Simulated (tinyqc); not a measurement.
## Signal and retention of a DRAM cell: effect of temperature

A stored one starts at Vd and leaks: Cs dV/dt = -I(V), I = a sqrt((V + Vb)/(Vd + Vb)) + b, with a = Ig exp[-(Eg1 q/kB)(1/T - 1/T0)] (generation in a depletion layer) and b = Is exp[-(Es q/kB)(1/T - 1/T0)]. The bit line is precharged to Vd/2, and charge sharing gives the signal (V - Vd/2) Cs/(Cs + Cb).

The cell fails below Vc = Vd/2 + dm (Cs + Cb)/Cs. With s = sqrt((Vc + Vb)/(Vd + Vb)), the time from Vd to Vc is t = [2 Cs (Vd + Vb)/a] [1 - s - (b/a) ln((a + b)/(a s + b))]. This time is the median of a log-normal spread: failing cells = Nc erfc(z/sqrt 2)/2, z = ln(t/tr)/sg.

Values chosen for this exercise:
```
symbol   value  unit                                                  meaning
Vd         1.1     V                                            array voltage
Cs          14    fF                                         cell capacitance
Cb          41    fF                                     bit-line capacitance
dm          35    mV        smallest signal that the sense amplifier resolves
Vb        1.27     V  built-in plus back-bias voltage of the storage junction
Ig        0.48    fA                        junction leakage at V = Vd and T0
Is        0.13    fA                        voltage-independent leakage at T0
Es         0.3    eV                                  activation energy of Is
T0         358     K                                    reference temperature
sg        0.68                 deviation of ln(retention time) over the cells
Nc      1.07e9                                                          cells
tr          64    ms                                         refresh interval
Eg1       0.62    eV                                  activation energy of Ig
```

Constants: q = 1.602176634e-19 C, kB = 1.380649e-23 J/K. Results are converted to the units shown.

Result of one run:
```
T (K)	a (fA)	b (fA)	retention time (s)	failing cells
398	3.618	0.3455	1.520	1704
```

What becomes of these results when the temperature T is changed from 398 to 378 K, all else the same?

Result of the changed run:
```
T (K)	a (fA)	b (fA)	retention time (s)	failing cells
378	1.390	0.2175	3.739	1.179
```

The whole series:
```
T (K)	a (fA)	b (fA)	retention time (s)	failing cells
298	0.008393	0.01835	219.1	2.800e-24
318	0.03831	0.03826	77.17	9.322e-17
338	0.1461	0.07312	27.16	3.045e-10
358	0.4800	0.1300	9.818	7.197e-5
368	0.8287	0.1693	6.013	0.01273
378	1.390	0.2175	3.739	1.179
398	3.618	0.3455	1.520	1704
```

The retention time falls from 219 to 1.52 s, halving every 15.4 K at the hot end. Its apparent activation energy goes from 0.426 to 0.583 eV, between Es = 0.3 and Eg1 = 0.62 eV, as the share of a in the leakage grows from 31.4 to 91.3 %.

Range of the model: Real arrays also hold a tail of unusually leaky cells and cells whose retention varies in time, which this model lacks.

tinyqc, about 0.01 s, one thread, Intel Xeon 2.30GHz (shared host): `OMP_NUM_THREADS=1 python tinyqc.py 2130159 2130160 out.jsonl`
